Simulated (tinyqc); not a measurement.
# On-chip interconnect, size-dependent resistivity and RC delay: two studies

A rectangular line between two neighbours and two ground planes. Surface and grain-boundary scattering are added to the bulk resistivity as corrections; capacitances are parallel-plate values without fringing; inductance is ignored.

Inputs (values chosen for the exercise); metal values close to those of copper:
```
symbol  value     unit                                                  meaning
rho0     1.63  uohm cm                                         bulk resistivity
lam        40       nm                                      bulk mean free path
ps          0                              specular share of surface scattering
Rg       0.29                        reflection coefficient of grain boundaries
gr          2                                   grain size over the metal width
wd         11       nm                                         drawn line width
AR        1.9                                   aspect ratio, height over width
tl        1.6       nm       liner on both walls and the bottom, not conducting
sp         22       nm                          space to the neighbouring lines
hd         19       nm          dielectric height to the planes above and below
ek        2.2                           relative permittivity of the dielectric
Mf          2                                   Miller factor of the neighbours
Lw         11       um                                              line length
Rd       1400      ohm                                        driver resistance
Cl          5       fF                                         load capacitance
rho2     5.23  uohm cm  bulk resistivity of the second metal (close to iridium)
lam2     7.28       nm                       mean free path of the second metal
tl2       0.4       nm                                liner of the second metal
```

Constants: eps0 = 8.8541878128e-12 F/m. Results are converted to the units shown.

Each table varies one quantity; the others keep the values above.

## Delay against the space to the neighbouring lines

Metal width x = wd - 2 tl, height y = AR wd - tl; grain boundaries (Mayadas-Shatzkes): al = (lam/(gr x)) Rg/(1 - Rg), g = 1/[1 - 3 al/2 + 3 al^2 - 3 al^3 ln(1 + 1/al)] - 1; surfaces (Fuchs-Sondheimer, thick limit): s = (3/8) lam (1 - ps)(1/x + 1/y); rho = rho0 (1 + g + s); r = rho/(x y); c = eps0 ek (2 wd/hd + 2 Mf AR wd/sp). Elmore delay tE = Rd (c Lw + Cl) + r Lw (c Lw/2 + Cl); t50 is the time at which the far end of a ladder of 30 pi sections (half capacitances at both ends, Cl at the far end, a step applied through Rd) reaches half the step; line share r Lw/(Rd + r Lw); estimate 0.69 Rd (c Lw + Cl) + 0.38 r c Lw^2 + 0.69 r Lw Cl.

The same in every row: rho (uohm cm) = 8.381; r (ohm/um) = 556.7; line share of the resistance (%) = 81.39.

Results:
```
sp (nm)  c (fF/um)  tE (ps)  t50 (ps)  estimate (ps)
5.5         0.3186    53.26     38.36          37.50
7.6         0.2368    49.24     35.22          34.54
15          0.1311    44.06     31.15          30.71
21          0.1001    42.53     29.95          29.58
28         0.08071    41.58     29.20          28.88
40         0.06327    40.73     28.53          28.25
55         0.05216    40.18     28.10          27.85
```

Estimate the missing row, sp = 11 nm.

Computed row:
```
sp (nm)  c (fF/um)  tE (ps)  t50 (ps)  estimate (ps)
11          0.1706    45.99     32.67          32.14
```

With this row back in the table: As sp goes from 5.5 to 55, r stays at 557 ohm/um, c falls from 0.319 to 0.0522 fF/um and t50 falls from 38.4 to 28.1 ps. t50/tE lies between 0.699 and 0.720, and the estimate is within 2.2 % of t50.

## Two metals against line width

Metal width x = wd - 2 tl, height y = AR wd - tl; grain boundaries (Mayadas-Shatzkes): al = (lam/(gr x)) Rg/(1 - Rg), g = 1/[1 - 3 al/2 + 3 al^2 - 3 al^3 ln(1 + 1/al)] - 1; surfaces (Fuchs-Sondheimer, thick limit): s = (3/8) lam (1 - ps)(1/x + 1/y); rho = rho0 (1 + g + s); r = rho/(x y). The second metal has rho2, lam2 and tl2 in place of rho0, lam and tl; ps, Rg, gr and AR are shared.

Results:
```
wd (nm)  rho, first (uohm cm)  rho, second (uohm cm)  r, first (ohm/um)  r, second (ohm/um)  ratio second/first
6.5                    16.783                 10.874             4731.1              1596.4             0.33744
8                      12.304                 9.7263             1884.8              912.76             0.48428
10                     9.3182                 8.7687             787.54              512.43             0.65067
13                     7.0631                 7.9130             312.00              266.92             0.85549
17                     5.5443                 7.2596             130.87              140.48              1.0734
30                     3.6890                 6.3637             24.846              38.504              1.5497
45                     2.9637                 5.9813             8.4509              15.902              1.8817
70                     2.4714                 5.7111             2.8156              6.2240              2.2105
120                    2.1145                 5.5098            0.79964              2.0309              2.5398
```

Estimate the missing row, wd = 22 nm.

Computed row:
```
wd (nm)  rho, first (uohm cm)  rho, second (uohm cm)  r, first (ohm/um)  r, second (ohm/um)  ratio second/first
22                     4.5349                 6.7863             60.004              77.321              1.2886
```

With this row back in the table: The resistivity of the first metal falls from 16.8 to 2.11 uohm cm and that of the second goes from 10.9 to 5.51 uohm cm as the line widens. The products rho0 lam, which set the size effect, are 65.2 and 38.1 uohm cm nm. The two resistances cross at wd = 15.5 nm: below it the second metal gives the lower line resistance. For widths well under the mean free path the thick-limit surface term is only a guide.

Range of the model: The metal width is under the mean free path, where the thick-limit surface term and the simple sum of corrections lose accuracy.

Numbers from tinyqc (`OMP_NUM_THREADS=1 python tinyqc.py 2100010 2100011 out.jsonl`; about 0.01 s on one thread of a shared Intel Xeon 2.30GHz).
